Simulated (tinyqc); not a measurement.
# Coupling ratio and rate constant from the late transient

Inverse problem. Long after the knee a floating-gate cell follows U = Vg - (tox/ag) B/ln(K t). Find K and ag.

Inputs (values chosen for the exercise): tunnel oxide thickness tox = 7.8 nm; control-gate voltage Vg = 12.9 V.

U at t = 0.02 and 2 s (V): 0.41320864  2.0947467
B = 25.581380 V/nm

Answer. 1/(Vg - U) is linear in ln t; the ratio of the two values gives ln(K t_a), and either value gives ag.

K = 3.55e14 1/s
ag = 0.540

Numbers from tinyqc (`OMP_NUM_THREADS=1 python tinyqc.py 2130077 2130078 out.jsonl`; about 0.01 s on one thread of a shared Intel Xeon 2.30GHz).
